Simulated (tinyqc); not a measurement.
Disorder broadening of a one-dimensional band in the self-consistent Born approximation: two steps of the calculation.

The local Green function is G = g0(z - Sigma) with z = E + i eta and g0(z) = 1/(sqrt(z - 2t) sqrt(z + 2t)), principal roots; the self-energy is Sigma = D G. The density of states is -Im G/pi.

Parameters, values chosen for the exercise:
```
symbol  value  unit                             meaning
t           2    eV                             hopping
D        0.43  eV^2  variance of the random site energy
eta     0.002    eV                     bare broadening
E       2.401    eV         energy from the band centre
mix       0.5                                    mixing
```

Constants: q = 1.602176634e-19 C, hbar = 1.054571817e-34 J s. Results are converted to the units shown.

Problem 1. Born step. G = g0(z - Sigma), Sigma(out) = D G, Sigma(new) = Sigma + mix (Sigma(out) - Sigma).

Sigma after iteration 2 = 0.00110521-0.10076214i eV

Find: G; Sigma(out); Sigma after iteration 3.

Solution 1.

G = 0.00750-0.31206i 1/eV
Sigma(out) = 0.00323-0.13419i eV
Sigma after iteration 3 = 0.00217-0.11747i eV

Problem 2. Density of states and lifetime. G = Sigma/D, density of states -Im G/pi, lifetime hbar/(2 |Im Sigma|); without disorder the density of states is -Im g0(z)/pi.

converged Sigma = 0.00424395-0.13395038i eV

Give: density of states; lifetime; density of states without disorder.

Solution 2.

density of states = 0.099158 1/eV
lifetime = 2.4569 fs
density of states without disorder = 0.099495 1/eV

Disorder makes the density of states at this energy 0.34 % below the clean value.

Range of the model: The self-consistent Born approximation misses band tails from rare fluctuations and localisation.

Computed by the program tinyqc: `OMP_NUM_THREADS=1 python tinyqc.py 2720029 2720030 out.jsonl`, one thread of a shared Intel Xeon 2.30GHz, about 0.01 s for the whole run.
